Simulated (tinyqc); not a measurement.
What each parameter does: quantum-confined Stark effect in a modulator well.

Envelopes on cells of 0.5 angstrom over the well |z| < L/2 and 45 angstrom of barrier on each side, psi = 0 beyond, psi'/m continuous (mean mass between points), c = hbar^2/2m0. The electron sees + e F z and the hole - e F z, each with its offset in the barriers; 1 kV/cm = 1e-5 eV/angstrom. Light holes, band mixing and escape by tunnelling are left out.

Exciton: in-plane function exp(-rho/lam), 1/mu = 1/me + 1/mp, E(lam) = c/(mu lam^2) - (q/eps) times the integral over k of Fm(k)(1 + (k lam/2)^2)^(-3/2), Fm(k) the double integral of psi_e^2 psi_h^2 exp(-k |z - z'|), q = e^2/(4 pi eps0); binding Eb = -E at the minimum. Line at Eg + E_e + E_h - Eb, strength proportional to overlap^2/lam^2.

Constants: hbar^2/2m0 = 3.80998211 eV angstrom^2; e^2/(4 pi eps0) = 14.39964547 eV angstrom; hc = 1239.841984 eV nm.

Values chosen for the exercise (near those of a GaAs well in AlGaAs; shifted at random, so the results belong to these values and not to a real crystal): L = 74 angstrom (well width); Vc = 0.239 eV (conduction offset); Vv = 0.146 eV (heavy-hole offset); me = 0.069 m0 (electron, well); meb = 0.0946 m0 (electron, barrier); mh = 0.355 m0 (heavy hole along z, well); mhb = 0.39 m0 (heavy hole, barrier); Eg = 1.407 eV (gap of the well); mp = 0.158 m0 (heavy hole in the plane); eps = 12.4 (dielectric constant); F = 71 kV/cm (field).

Zero-field line, shift at F, overlap^2 and Eb at F.

One parameter was then changed.

Results before and after:

| case | line (nm) | shift (meV) | overlap^2 | Eb (meV) |
|---|---|---|---|---|
| base | 852.2 | -4.98 | 0.827 | 9.28 |
| changed | 853.2 | -4.89 | 0.827 | 10.97 |

Which of these changes was made? (a) F = 57 kV/cm; (b) me = 0.0794 m0; (c) Vv = 0.182 eV; (d) eps = 11.2; (e) L = 64 angstrom; (f) mh = 0.302 m0; (g) Vc = 0.191 eV.

Answer: (d) eps = 11.2. Of the candidates, run in turn, only this one gives the changed row.

All candidates:

| case | line (nm) | shift (meV) | overlap^2 | Eb (meV) |
|---|---|---|---|---|
| base | 852.2 | -4.98 | 0.827 | 9.28 |
| L = 64 angstrom | 845.0 | -3.44 | 0.885 | 9.75 |
| F = 57 kV/cm | 852.2 | -3.24 | 0.875 | 9.41 |
| Vc = 0.191 eV | 854.0 | -5.26 | 0.809 | 9.17 |
| Vv = 0.182 eV | 851.9 | -4.68 | 0.834 | 9.35 |
| me = 0.0794 m0 | 854.1 | -4.94 | 0.827 | 9.91 |
| mh = 0.302 m0 | 851.4 | -4.87 | 0.843 | 9.27 |
| eps = 11.2 | 853.2 | -4.89 | 0.827 | 10.97 |

Program tinyqc; command `OMP_NUM_THREADS=1 python tinyqc.py 1251831 1251832 out.jsonl`; about 0.09 s on one thread of a shared Intel(R) Xeon(R) Processor @ 2.30GHz.
